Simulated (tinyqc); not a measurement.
Band bending at a free surface with a continuum of surface states, surface photovoltage and Kelvin probe: one step of the calculation.

n-type bulk, xi = Ec - EF = Vt ln(Nc/Nd), p0 = ni^2/Nd, ni = sqrt(Nc Nv) exp(-Eg/(2 Vt)), Eg in volts. b is the upward band bending, u = b/Vt. Space charge per area, in units of q: Qc = sign(b) sqrt((2 eps0 eps_r Vt/q) [(Nd + dn)(exp(-u) - 1) + Nd u + (p0 + dn)(exp(u) - 1)]), with dn the excess density under light (flat quasi-Fermi levels; 0 in the dark). The states hold -Ds (E0 - xi - b): negative while the Fermi level lies above the neutrality level. Neutrality: Qc + Qf + (charge of the states) = 0.

Question. Band bending in the dark. Newton step: b(new) = b - (Qc + Qf - Ds (E0 - xi - b))/(dQc/db + Ds), dQc/db = (eps0 eps_r/q) [Nd (1 - exp(-u)) + p0 exp(u)]/Qc.

Inputs (values chosen for the exercise); band and dielectric values close to those of silicon:
```
symbol,value,unit,meaning
T,350,K,temperature
Eg,1.12,eV,band gap
eps_r,11.7,,relative permittivity
Nc,3.59e19,cm^-3,conduction-band density of states at T
Nv,3.31e19,cm^-3,valence-band density of states at T
Nd,7.3e17,cm^-3,donor density
Qf,2.3e10,cm^-2,fixed positive charge at the surface
Ds,9.8e12,cm^-2 eV^-1,density of surface states
E0,0.45,eV,depth of their neutrality level below the conduction edge
```

Constants: q = 1.602176634e-19 C, kB = 1.380649e-23 J/K, Vt = kB T/q, eps0 = 8.8541878128e-14 F/cm where lengths are in cm. Results are converted to the units shown.

b at the start = 0.27 V

Find: b after iteration 1.

Answer.

b after iteration 1 = 0.1993 V

Computed by the program tinyqc: `OMP_NUM_THREADS=1 python tinyqc.py 2430113 2430114 out.jsonl`, one thread of a shared Intel Xeon 2.30GHz, about 0.01 s for the whole run.
